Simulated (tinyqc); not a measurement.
Inside a calculation. Model: single-oscillator infrared dielectric function of a polar cubic crystal. Computed by tinyqc, a small Python program that keeps every step. Command: `OMP_NUM_THREADS=1 python tinyqc.py 3019131 3019132 out.jsonl infrared walk`. One thread of a shared host (Intel(R) Xeon(R) Processor @ 2.30GHz), about 0.01 s of CPU time with the checks. Intermediate numbers are printed to about 6 digits and carried at full precision; extremes and crossings named in words are read from the listed rows.

One ion pair, charges +Z* and -Z*, in a cell of volume Omega = a^3/4. Frequencies omega are given as wavenumbers (1/cm); eps_s is the static dielectric constant.

Inputs (values chosen for the exercise, modelled on lead telluride):

| quantity | value | unit |
|---|---|---|
| lattice constant a | 6.46 | angstrom |
| mass M_A | 207.2 | u |
| mass M_B | 127.6 | u |
| omega_TO | 32.2 | 1/cm |
| Born charge Z* | 6.32 | e |
| eps_inf | 32.7 | - |
| phonon damping gamma | 4.9 | 1/cm |
| probe frequency / omega_TO | 0.971 | - |
| eps_m of the surrounding medium | 1 | - |

Structure: rock salt. Free carriers: absent.

Constants: nu for 1 eV/(angstrom^2 u) = 15.6333042 THz; 1 THz = 33.35640952 1/cm; e^2/(4 pi eps_0) = 14.39964548 eV angstrom.

## LO frequency and static constant from the Born charge

mu = M_A M_B/(M_A + M_B); ionic plasma term W^2 = 4 pi Z*^2 (e^2/(4 pi eps_0))/(Omega mu) in eV/(angstrom^2 u), turned into 1/cm by W = 15.6333042 x 33.35640952 x sqrt(W^2); omega_LO^2 = omega_TO^2 + W^2/eps_inf; eps_s = eps_inf + W^2/omega_TO^2; Szigeti charge 3 Z*/(eps_inf + 2); longitudinal (Callen) charge Z*/eps_inf.

reduced mass mu = 78.9687 u

W = 607.689 1/cm

omega_LO = 111.041 1/cm

eps_s = 388.865

Szigeti charge = 0.546398 e

Callen charge = 0.193272 e

omega_LO/omega_TO = 3.448; the ions supply 92 % of eps_s, as in a strongly ionic or soft-mode crystal.

## Optical constants at the probe frequency

eps(omega) = eps_inf + W^2/(omega_TO^2 - omega^2 - i gamma omega); n + i k = sqrt(eps) with k >= 0; R = |(n + i k - 1)/(n + i k + 1)|^2 at normal incidence from vacuum. omega is the probe ratio times omega_TO. Intensity decays over 1/(4 pi omega k); the loss function is Im(-1/eps).

omega = 31.2662 1/cm

Re eps = 843.764

Im eps = 2096.67

n = 39.3944

k = 26.6112

reflectivity R = 0.932655

penetration depth of the intensity = 0.956423 micrometre

loss function = 4.10471e-04

Re eps is positive, but k is a large share of n: the wave is absorbed within about a wavelength.

## Spectrum around the optical phonon

The loss function is Im(-1/eps).

Spectrum:

| omega (1/cm) | Re eps | Im eps | R | Im(-1/eps) |
|---|---|---|---|---|
| 16.1 | 502.749 | 47.6862 | 0.837014 | 1.86982e-04 |
| 27.4 | 1090.56 | 496.462 | 0.893191 | 3.45777e-04 |
| 31.2 | 887.435 | 2061.07 | 0.931899 | 4.09304e-04 |
| 32.2 | 32.7 | 2340.52 | 0.942839 | 4.27173e-04 |
| 51.9 | -185.065 | 33.4263 | 0.974442 | 9.45148e-04 |
| 71.6 | -56.9366 | 7.68955 | 0.965806 | 0.00232953 |
| 95.3 | -13.0471 | 2.65529 | 0.902780 | 0.0149783 |
| 111 | 0.0497595 | 1.57375 | 0.176414 | 0.634790 |
| 113 | 1.29352 | 1.48223 | 0.0749025 | 0.382984 |
| 118 | 4.10218 | 1.28308 | 0.127625 | 0.0694525 |
| 128 | 8.67792 | 0.981722 | 0.245116 | 0.0128717 |
| 167 | 18.9602 | 0.418711 | 0.392537 | 0.00116417 |
| 278 | 27.8583 | 0.0865005 | 0.464351 | 1.11457e-04 |

R peaks among these rows at 51.9 per cm with 0.97 and is lowest, 0.075, at 113; far above omega_LO it tends to ((sqrt(eps_inf) - 1)/(sqrt(eps_inf) + 1))^2 = 0.493. Im eps is largest at 32.2 and the loss function at 111: absorption marks the TO mode and the loss function the LO mode. Re eps is negative in some rows, where R averages 0.95.

## Surface and particle modes

Without damping, eps(omega) = -x eps_m gives omega^2 = omega_TO^2 (eps_s + x eps_m)/(eps_inf + x eps_m): x = 1 for a flat surface at large wave vector, x = 2 for the dipole mode of a small sphere. The reflectivity R for light from vacuum (not from the medium eps_m) vanishes where eps = 1, omega^2 = omega_TO^2 (eps_s - 1)/(eps_inf - 1).

surface mode = 109.521 1/cm

sphere mode = 108.070 1/cm

zero of R = 112.633 1/cm

Both modes lie between omega_TO and omega_LO, at 98 % and 96 % of the way up.

## Phonon polaritons

Transverse waves without damping obey Q^2 = omega^2 eps(omega), Q = wave vector/(2 pi) in 1/cm: eps_inf omega^4 - (eps_inf omega_LO^2 + Q^2) omega^2 + Q^2 omega_TO^2 = 0.

Branches (1/cm):

| Q | lower branch | upper branch | Q/sqrt(eps_s) | Q/sqrt(eps_inf) |
|---|---|---|---|---|
| 63 | 3.1805 | 111.54 | 3.195 | 11.02 |
| 190 | 9.2603 | 115.53 | 9.635 | 33.23 |
| 380 | 16.6743 | 128.33 | 19.270 | 66.45 |
| 630 | 22.9267 | 154.73 | 31.948 | 110.17 |
| 950 | 27.0188 | 197.99 | 48.175 | 166.13 |
| 1600 | 30.0798 | 299.52 | 81.137 | 279.80 |
| 3200 | 31.6329 | 569.63 | 162.275 | 559.60 |
| 6300 | 32.0511 | 1106.83 | 319.478 | 1101.71 |

The lower branch starts as light slowed by sqrt(eps_s) (0.996 of that line) and ends at 0.995 omega_TO; the upper starts at 1.005 omega_LO and ends at 1.005 of the light line with eps_inf. No branch lies between omega_TO and omega_LO.

Checks made by the program: Lyddane-Sachs-Teller relation eps_s/eps_inf = (omega_LO/omega_TO)^2 (relative difference below 1e-10).
